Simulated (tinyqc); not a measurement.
Decay across the direct gap: complex band structure along [001] in sp3s* tight binding.

For k = (0, 0, kz) the phase sums are g0 = cos(phi) and g3 = i sin(phi), phi = kz a/4, and the s, pz, s* orbitals of anion (a) and cation (c) decouple from px, py. With z = exp(i phi), H(z) = H0 + z T + T^T/z for any complex z. H0 is diagonal (Esa, Epa, Exa, Esc, Epc, Exc). The anion-cation block is B(z) = z U + W/z and the cation-anion block z W^T + U^T/z, where U has Vss/2 (s,s), Vsapc/2 (s,z), -Vscpa/2 (z,s), Vxx/2 (z,z), Vxapc/2 (s*,z), -Vpaxc/2 (z,s*), and W has the same values with the s-z and s*-z signs reversed. |z| = 1 is a band state, |z| < 1 decays along [001] as exp(-kappa d) over a distance d, kappa = -(4/a) ln|z|. No spin-orbit coupling.

Constants: hbar^2/2m0 = 3.80998211 eV angstrom^2.

Parameters, chosen for this exercise (out of a larger set: near a published set for GaSb, fitted to gaps, whose masses and valley positions are rough (light masses up to twice too heavy); not measured data): p = (-7.366, 0.848, -3.918, 2.885, 6.58, 6.043, -6.148, 1.588, 4.096, 4.981, 4.629, 4.945, 4.2) eV (order Esa, Epa, Esc, Epc, Exa, Exc, Vss, Vxx, Vxy, Vsapc, Vscpa, Vxapc, Vpaxc); a = 6.096 angstrom (lattice constant).

Ev = -0.02005 eV
EG (direct gap) = 0.76320 eV

masses of this model, from the curvature at Gamma (m0): m_lh 0.05275, m_e 0.06437

kappa of the imaginary branch at Gamma against three formulas: parabolic from the valence edge, sqrt(m_lh E/c); parabolic from the conduction edge, sqrt(m_e (EG - E)/c); two-band (Franz), sqrt(m E (1 - E/EG)/c) with m = 2 m_lh m_e/(m_lh + m_e). E from Ev; c = hbar^2/2m0.

kappa (1/angstrom):

| E/EG | E (eV) | tight binding | parabolic, valence | parabolic, conduction | two-band |
|---|---|---|---|---|---|
| 0.05 | 0.0382 | 0.0225 | 0.0230 | 0.1107 | 0.0235 |
| 0.15 | 0.1145 | 0.0371 | 0.0398 | 0.1047 | 0.0385 |
| 0.25 | 0.1908 | 0.0454 | 0.0514 | 0.0983 | 0.0467 |
| 0.35 | 0.2671 | 0.0505 | 0.0608 | 0.0915 | 0.0514 |
| 0.50 | 0.3816 | 0.0536 | 0.0727 | 0.0803 | 0.0539 |
| 0.65 | 0.4961 | 0.0520 | 0.0829 | 0.0672 | 0.0514 |
| 0.75 | 0.5724 | 0.0477 | 0.0890 | 0.0568 | 0.0467 |
| 0.85 | 0.6487 | 0.0398 | 0.0948 | 0.0440 | 0.0385 |
| 0.95 | 0.7250 | 0.0246 | 0.1002 | 0.0254 | 0.0235 |

What can be read from this table?

The branch joins the light-hole and conduction bands and peaks, among these rows, at E/EG = 0.50 with kappa = 0.0536 1/angstrom. At mid-gap the parabola from the conduction edge is +50 % off and the two-band form +0.4 %; over 5 nm the parabola would misstate exp(-2 kappa d) by a factor 14.4.

Program tinyqc; command `OMP_NUM_THREADS=1 python tinyqc.py 1451171 1451172 out.jsonl`; about 0.01 s on one thread of a shared Intel(R) Xeon(R) Processor @ 2.30GHz.
